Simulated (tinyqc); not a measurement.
## Ideality, saturation current and resistance from three points

Question. Well above the saturation current a diode obeys V = n Vt ln(I/I0) + I Rs. Find n, Rs and I0.

Values chosen for this exercise: temperature T = 300 K.

Constants: q = 1.602176634e-19 C, kB = 1.380649e-23 J/K, Vt = kB T/q. Results are converted to the units shown.

currents (A): 1e-6  0.0001  0.04
voltages (V): 0.18354377  0.34428988  0.56336819

Answer. V is linear in the three unknowns n Vt, Rs and -n Vt ln I0, so three points give a linear system.

n = 1.35
Rs = 0.250 ohm
I0 = 5.20e-9 A

Program tinyqc, `OMP_NUM_THREADS=1 python tinyqc.py 2260135 2260136 out.jsonl`; Intel Xeon 2.30GHz, shared host, one thread, about 0.01 s.
